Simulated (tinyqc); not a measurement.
Gate work function from the charge.

Question. For an undoped double gate, Q = 8 eps0 eps_r Vt beta tan(beta)/ts with 0 < beta < pi/2, and at the source (Vg - dphi)/(2 Vt) - ln[(2/ts) sqrt(2 eps0 eps_r Vt/(q ni))] = ln(beta) - ln(cos beta) + 2 r beta tan(beta), r = eps_r tox/(eox ts). Find beta and dphi.

Values chosen for this exercise; material values those of a made-up semiconductor: temperature T = 400 K; relative permittivity of the semiconductor eps_r = 12.8; relative permittivity of the gate insulator eox = 8.68; insulator thickness tox = 6.2 nm; body thickness ts = 15 nm; gate voltage Vg = 0.8 V.

Constants: q = 1.602176634e-19 C, kB = 1.380649e-23 J/K, Vt = kB T/q, eps0 = 8.8541878128e-14 F/cm where lengths are in cm. Results are converted to the units shown.

Qs = 1041.8486 nC/cm^2
ni = 2.0907622e13 cm^-3

Answer. beta tan(beta) rises from 0 without bound on the interval, so the charge fixes beta; the second relation is then explicit in dphi. At this charge the surface density passes 0.3 Nc, so the classical Boltzmann model is only formal.

beta = 1.314
dphi = -0.1000 V

tinyqc, about 0.01 s, one thread, Intel Xeon 2.30GHz (shared host): `OMP_NUM_THREADS=1 python tinyqc.py 2440032 2440033 out.jsonl`
